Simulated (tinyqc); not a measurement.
Inside a calculation. Method: sp3 tight binding, zinc-blende lattice. One step of it, computed by the program tinyqc.

Task: Levels at X. Diagonalise the Hermitian matrix.

H(k) at X (eV):
```
,a s,a px,a py,a pz,c s,c px,c py,c pz
a s,-18.180000,0.000000,0.000000,0.000000,0.000000,0.000000+7.962332i,0.000000,0.000000
a px,0.000000,-8.230000,0.000000,0.000000,0.000000-7.962332i,0.000000,0.000000,0.000000
a py,0.000000,0.000000,-8.230000,0.000000,0.000000,0.000000,0.000000,0.000000+10.015011i
a pz,0.000000,0.000000,0.000000,-8.230000,0.000000,0.000000,0.000000+10.015011i,0.000000
c s,0.000000,0.000000+7.962332i,0.000000,0.000000,-10.060000,0.000000,0.000000,0.000000
c px,0.000000-7.962332i,0.000000,0.000000,0.000000,0.000000,-3.990000,0.000000,0.000000
c py,0.000000,0.000000,0.000000,0.000000-10.015011i,0.000000,0.000000,-3.990000,0.000000
c pz,0.000000,0.000000,0.000000-10.015011i,0.000000,0.000000,0.000000,0.000000,-3.990000
```

Give: eigenvalues.

Result:

eigenvalues (eV): -21.750  -17.160  -16.347  -16.347  -1.130  -0.420  4.127  4.127
